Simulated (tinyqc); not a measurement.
What moves the results: delta-doped layer in the Thomas-Fermi potential. A value that a table varies takes the place of the one given here.

All donors ionised in the plane z = 0, zero temperature, energies from the Fermi level EF of the Thomas-Fermi model, which lies at the bulk band edge; c = hbar^2/2m0, q = e^2/(4 pi eps0). Layer in a (001) plane: two valleys with m_z = ml, m_d = mt (unprimed) and four with m_z = mt, m_d = sqrt(ml mt) (primed); m3 = (ml mt^2)^(1/3), gv = 6. With n = (gv/3 pi^2)(m3 (-V)/c)^(3/2) and V'' = -(4 pi q/eps) n for z > 0, the solution is V = -b/(|z| + z0)^4 with sqrt(b) = 20/K, K = (4 pi q/eps)(gv/3 pi^2)(m3/c)^(3/2), and z0^5 = 4b/(e F0), e F0 = 2 pi q N/eps; 1e13/cm^2 = 1e-3/angstrom^2. Exchange and correlation are left out.

Subbands solve -(c/m_z) psi'' + V psi = E psi on 1280 points of spacing z0/80; up to ten levels for each group, kept if bound with an rms width below 2.5 z0.

Constants: hbar^2/2m0 = 3.80998211 eV angstrom^2; e^2/(4 pi eps0) = 14.39964547 eV angstrom.

Inputs chosen for the exercise (near those of a delta-doped layer in Si; shifted at random, so the results belong to these values and not to a real crystal):
- ml = 0.901 m0 (longitudinal mass)
- mt = 0.193 m0 (transverse mass)
- eps = 12 (dielectric constant)
- Nl = (1.2, 2.4, 4.8, 8.4, 14, 24, 38) x 1e13/cm^2 (sheet densities)
- N = 12 x 1e13/cm^2 (donor sheet density)

## Doping density

The well, the lowest level and the filling anew; at zero temperature n_i = g m_d (mu - E_i)/(2 pi c), with mu fixed by sum n_i = N.

Results:

| N (1e13/cm^2) | z0 (angstrom) | depth (eV) | lowest (eV) | next - lowest (eV) | occupied | share of lowest (%) |
|---|---|---|---|---|---|---|
| 1.2 | 31.5 | 0.0713 | -0.0254 | 0.0126 | 2 | 32.5 |
| 2.4 | 27.5 | 0.1242 | -0.0485 | 0.0227 | 3 | 31.1 |
| 4.8 | 23.9 | 0.2163 | -0.0918 | 0.0403 | 3 | 29.4 |
| 8.4 | 21.4 | 0.3384 | -0.1529 | 0.0636 | 3 | 28.1 |
| 14 | 19.3 | 0.5092 | -0.2427 | 0.0959 | 3 | 27.0 |
| 24 | 17.3 | 0.7837 | -0.3935 | 0.1473 | 4 | 25.7 |
| 38 | 15.8 | 1.1319 | -0.5924 | 0.2114 | 4 | 24.7 |

The depth grows as N^(4/5) and z0 shrinks as N^(-1/5): factors 15.9 and 2.00 for 32 times the doping. The lowest level deepens faster, with exponent 0.91, since the zero-point energy takes a smaller share of a deeper well (64 % falling to 48 %). The number of occupied subbands is 2 in the first row and 4 in the last. Depths beyond about 0.5 eV stretch parabolic valleys past their range.

## What each parameter does

z0, depth, lowest level and its rms width. Each row changes one parameter from the base and keeps the others.

Results:

| case | z0 (angstrom) | depth (eV) | lowest (eV) | rms z (angstrom) |
|---|---|---|---|---|
| base | 19.90 | 0.4501 | -0.2112 | 4.65 |
| N = 7.2 x 1e13/cm^2 | 22.04 | 0.2991 | -0.1329 | 5.69 |
| eps = 10.8 | 18.68 | 0.4695 | -0.2155 | 4.55 |
| ml = 1.036 m0 | 19.35 | 0.4377 | -0.2083 | 4.40 |
| mt = 0.164 m0 | 21.24 | 0.4804 | -0.2366 | 4.52 |

The largest shifts from the base row, up to three for each result and ties (the steps differ in size, so this ranks the rows, not the parameters). z0 (angstrom): N +2.14, mt +1.34, eps -1.22. depth (eV): N -0.1510, mt +0.0303, eps +0.0194. lowest (eV): N +0.0782, mt -0.0254, eps -0.0043. rms z (angstrom): N +1.04, ml -0.25, mt -0.13.

Computed by tinyqc, a small Python program: `OMP_NUM_THREADS=1 python tinyqc.py 1251982 1251983 out.jsonl` (the numbers bound the seed that draws the inputs); one thread of a shared host (Intel(R) Xeon(R) Processor @ 2.30GHz), about 0.1 s for the whole set of steps.
